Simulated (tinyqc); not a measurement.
Mesh size and shift: special k points of the fcc lattice.

Lattice vectors in units of a: a1 = (0, 1/2, 1/2), a2 = (1/2, 0, 1/2), a3 = (1/2, 1/2, 0); reciprocal vectors b_i with a_i . b_j = 2 pi delta_ij. Mesh: k = sum_i f_i b_i with f_i = (2 j_i + shift)/(2 N), j_i = 0 .. N-1. The point group of the lattice has 48 operations; only those that map the mesh onto itself are used.

A_m(k) = sum over the m-th star of lattice vectors R of cos(k . R), stars in order of length: m = 1: |R|^2 = 0.5, 12 vectors, such as (1, 0, 0) in the basis a_i; m = 2: |R|^2 = 1, 6 vectors, such as (1, 1, -1) in the basis a_i; m = 3: |R|^2 = 1.5, 24 vectors, such as (2, 0, -1) in the basis a_i; m = 4: |R|^2 = 2, 12 vectors, such as (2, 0, 0) in the basis a_i; m = 5: |R|^2 = 2.5, 24 vectors, such as (2, 1, -1) in the basis a_i; m = 6: |R|^2 = 3, 8 vectors, such as (3, -1, -1) in the basis a_i. The zone mean of every A_m is zero.

Test function, the lower band of a two-band insulator: E(k) = -sqrt(D^2 + (e0 - t A_1(k))^2).

Values chosen for the exercise (out of a larger set: the lattice of Si, GaAs, Cu and Al; not measured data):
- D = 1.32 eV (half gap term)
- t = 0.42 eV (coupling)
- e0 = 2.72 eV (offset)

Errors of the mean of E against the unshifted mesh with N = 24. The fifth column is |R|^2 of the shortest star with a non-zero mean.

Meshes:
```
mesh       points  irreducible  operations  |R|^2 missed  error (meV)
1 Gamma         1            1          48          0.50      534.635
1 shifted       1            1          12          1.00      180.491
2 Gamma         8            3          48          2.00     -364.126
2 shifted       8            2          12          4.00       22.470
3 Gamma        27            4          48          4.50      -13.677
3 shifted      27            6          12          9.00       -6.400
4 Gamma        64            8          48          8.00       12.079
4 shifted      64           10          12         16.00        1.446
5 Gamma       125           10          48         12.50       -0.723
5 shifted     125           19          12           >16       -0.255
6 Gamma       216           16          48           >16       -1.165
6 shifted     216           28          12           >16        0.022
```

reference mean = -3.20387 eV

How do the results move, and what explains it?

The shifted mesh has the smaller error for 6 of 6 values of N and the larger for 0. The cheapest mesh within 1 meV is 5 Gamma, with 10 irreducible points, but a larger mesh of the same type misses again, so this is a chance hit. A mesh misses the lattice vectors N (n1 a1 + n2 a2 + ...); the half shift gives each the sign (-1)^(n1 + n2 + ...), so the 12 shortest ones add up to 0 in place of 12: they cancel. The shift lowers the symmetry; it leaves more irreducible points for N = 3, 4, 5 and 6; it leaves fewer irreducible points for N = 2.

(tinyqc, `OMP_NUM_THREADS=1 python tinyqc.py 1650303 1650304 out.jsonl`, Intel(R) Xeon(R) Processor @ 2.30GHz, 1 thread, shared host, about 0.1 s.)
